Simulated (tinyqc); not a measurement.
# Stability and critical current from long pulses

Inverse problem. For long pulses a magnetic tunnel junction switches at I = Ic0 [1 - ln(tp/t0)/Delta]. Find Ic0 and Delta.

Parameters, values chosen for the exercise:
- t0 = 1 ns (attempt time)

switching current for pulses of 0.0001 and 1 s (uA): [48.590660, 41.880161]

Solution. I is linear in ln tp: it equals Ic0 at tp = t0, and the slope is -Ic0/Delta.

Ic0 = 56.98 uA
Delta = 78.20

tinyqc, about 0.01 s, one thread, Intel Xeon 2.30GHz (shared host): `OMP_NUM_THREADS=1 python tinyqc.py 2450149 2450150 out.jsonl`
